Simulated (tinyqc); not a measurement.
# Fully depleted semiconductor-on-insulator film with two gates, non-linear Poisson equation by Newton steps: effects of single changes

One dimension across the film, front interface at x = 0, back interface at x = ts. psi is counted from the intrinsic level, n = ni exp(psi/Vt) (source grounded), holes neglected, acceptors ionised. Gates act through Cox = eps0 eox/tox and Cbox = 3.9 eps0/tb with potentials G1 = Vg - (phiM - chi - Vt ln(Nc/ni)) and G2 = Vb - (phiB - chi - Vt ln(Nc/ni)). Classical Boltzmann densities, no interface charge, no depletion in the back plane.

Parameters, values chosen for the exercise; band and dielectric values close to those of silicon: temperature T = 300 K; band gap Eg = 1.13 eV; relative permittivity eps_r = 11.8; conduction-band density of states at T Nc = 2.76e19 cm^-3; valence-band density of states at T Nv = 2.7e19 cm^-3; electron affinity chi = 4.09 eV; relative permittivity of the gate insulator (close to silicon dioxide) eox = 3.9; insulator thickness tox = 1.5 nm; film thickness ts = 18 nm; buried-oxide thickness (eps_r 3.9) tb = 24 nm; acceptor density of the film Na = 1e15 cm^-3; work function of the front gate phiM = 4.47 eV; work function of the back plane phiB = 4.59 eV; back-gate voltage Vb = 0 V.

Constants: q = 1.602176634e-19 C, kB = 1.380649e-23 J/K, Vt = kB T/q, eps0 = 8.8541878128e-14 F/cm where lengths are in cm. Results are converted to the units shown.

Each table varies one quantity; the others keep the values above.

## Charge against front-gate voltage

ni = sqrt(Nc Nv) exp(-Eg/(2 Vt)), Eg in volts. The Poisson equation eps0 eps_r d2psi/dx2 = q (n + Na), with -eps0 eps_r dpsi/dx = Cox (G1 - psi) at x = 0 and eps0 eps_r dpsi/dx = Cbox (G2 - psi) at x = ts, is solved on 300 equal intervals with half boxes at both ends; N_inv is the trapezoid sum of n. Swing = ln 10/(d ln N_inv/dVg); the last column is (dN_inv/dVb)/(dN_inv/dVg).

Charge against front-gate voltage:
columns A: Vg (V); B: psi front (V); C: psi back (V); D: N_inv (cm^-2); E: centroid/ts; F: swing (mV/decade); G: q dN_inv/dVg over Cox; H: back/front leverage
```
A           B       C        D       E       F        G       H
-0.12  0.0652  0.0650   1.96e5   0.499    69.4  4.53e-7   0.166
0.03    0.208   0.179   2.99e7   0.410    68.1  7.04e-5   0.143
0.18    0.351   0.293   4.91e9   0.329    68.2   0.0115   0.123
0.33    0.474   0.377  3.08e11   0.233     133    0.371  0.0949
0.48    0.538   0.395  1.53e12   0.145     348    0.703  0.0726
0.63    0.572   0.399  3.19e12   0.102     622    0.823  0.0649
0.78    0.594   0.401  5.03e12  0.0791     919    0.877  0.0617
0.93    0.610   0.402  6.96e12  0.0649  1.23e3    0.907  0.0599
1.08    0.622   0.402  8.93e12  0.0553  1.55e3    0.926  0.0589
```

Read the table: what changes, and by how much?

N_inv passes 1e11 cm^-2 at Vg = 0.277 V. The swing starts at 69.4 mV a decade, against (1 + k) Vt ln 10 = 62.5 for a front channel with k = Cs Cbox/(Cox (Cs + Cbox)) = 0.0501, Cs = eps0 eps_r/ts; above threshold this column is no longer a subthreshold swing. The centroid falls from 0.499 to 0.0553 of ts and the leverage of the back gate falls from 0.166 to 0.0589. For Vg = 0.48, 0.63, 0.78, 0.93, 1.08 the density at an interface exceeds 0.3 Nc, where Boltzmann statistics fail. For Vg = 0.48, 0.63, 0.78, 0.93, 1.08 the classical centroid lies within 3 nm of an interface, where confinement, left out, would push it away.

## Threshold and coupling against the insulator thickness

VT is the Vg for N_inv = 1e11 cm^-2; -dVT/dVb from the linearised equation. Limits with Cs = eps0 eps_r/ts: front channel Cs Cbox/(Cox (Cs + Cbox)), back channel Cbox (Cox + Cs)/(Cox Cs). Swing at N_inv = 1e8 cm^-2.

The same in every row: centroid/ts at VT = 0.272.

Threshold and coupling against the insulator thickness:
```
tox (nm)  VT (V)  -dVT/dVb  front-channel limit  back-channel limit  swing (mV/decade)
0.75       0.265    0.0806               0.0250               0.279               66.2
1.1        0.270    0.0930               0.0367               0.294               66.9
1.5        0.277     0.107               0.0501               0.310               67.8
2.1        0.287     0.129               0.0701               0.335               69.1
3          0.303     0.161                0.100               0.373               71.0
4.2        0.323     0.203                0.140               0.423               73.6
6          0.353     0.267                0.200               0.498               77.5
```

What does the table show?

As tox goes from 0.75 to 6, VT rises from 0.265 to 0.353 V, the centroid stays near 0.272 of ts and -dVT/dVb rises from 0.0806 to 0.267. The coupling covers 21.9 % of the way from the front-channel to the back-channel limit in the first row and 22.5 % in the last.

Computed by the program tinyqc: `OMP_NUM_THREADS=1 python tinyqc.py 2190049 2190050 out.jsonl`, one thread of a shared Intel Xeon 2.30GHz, about 0.3 s for the whole run.
